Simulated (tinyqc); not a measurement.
Bloch-Grueneisen resistivity of a metal: one step, computed by the program tinyqc.

Electrons scatter from a Debye spectrum of phonons (n = 5 for scattering within one band, n = 3 for scattering into a second, heavy band) and from static defects.

Question. Scale of the phonon resistivity. rho_ph = (n - 1) rho_1 (T/Theta)^n J_n(Theta/T), with rho_1 = 2 pi lambda_tr k_B Theta/(hbar eps_0 w_p^2), the high-temperature line at T = Theta.

Inputs (values chosen for the exercise, modelled on silver): Debye temperature Theta = 212 K; transport coupling lambda_tr = 0.12; Drude plasma energy hbar w_p = 8.8 eV.

Addition: none.

Constants: k_B = 1.380649e-23 J/K; hbar = 1.054571817e-34 J s; eps_0 = 8.8541878128e-12 F/m; hbar = 6.582119569e-16 eV s.

Give: rho_1.

Answer.

rho_1 = 1.322 microohm cm
